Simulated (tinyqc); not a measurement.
Bandgap voltage reference from two bipolar transistors: one step of the calculation.

Two transistors of area 1 and N carry the same current I. Is(T) = Is (T/T0)^eta exp[(Vg0 q/kB)(1/T0 - 1/T)], VBE1 = Vt ln(I/Is(T)) + I rb, VBE2 = Vt ln(I/(N Is(T))) + I rb/N. The amplifier forces I R1(T) = VBE1 - VBE2 + Vos, with R(T) = R (1 + tc (T - T0)) for both resistors, and the output is Vref = VBE1 + I R2(T). Base currents and the Early effect are neglected.

Problem. Operating point at the reference temperature. Vt = kB T/q; I = (Vt ln N + Vos)/(R1(T) - rb (1 - 1/N)). Evaluate at T = T0.

Parameters, values chosen for the exercise; values of the order met in silicon bipolar transistors: reference temperature T0 = 300 K; band-gap voltage extrapolated to 0 K Vg0 = 1.174 V; temperature exponent of the saturation current eta = 3.1; saturation current of the unit transistor at T0 Is = 3.6e-18 A; area ratio of the second transistor N = 10; resistor across which the difference of VBE falls, at T0 R1 = 3.7 kohm; temperature coefficient of both resistors tc = 0 ppm/K; offset of the amplifier Vos = 0 mV; series resistance of the unit transistor rb = 0 ohm; output resistor at T0 R2 = 28.06 kohm.

Constants: q = 1.602176634e-19 C, kB = 1.380649e-23 J/K. Results are converted to the units shown.

Give: Vt; I; Is(T); VBE1; I R2; Vref.

Solution.

Vt = 0.025852 V
I = 16.088 uA
Is(T) = 3.6000e-18 A
VBE1 = 0.75302 V
I R2 = 0.45144 V
Vref = 1.2045 V

tinyqc, about 0.03 s, one thread, Intel Xeon 2.30GHz (shared host): `OMP_NUM_THREADS=1 python tinyqc.py 2062056 2062057 out.jsonl`
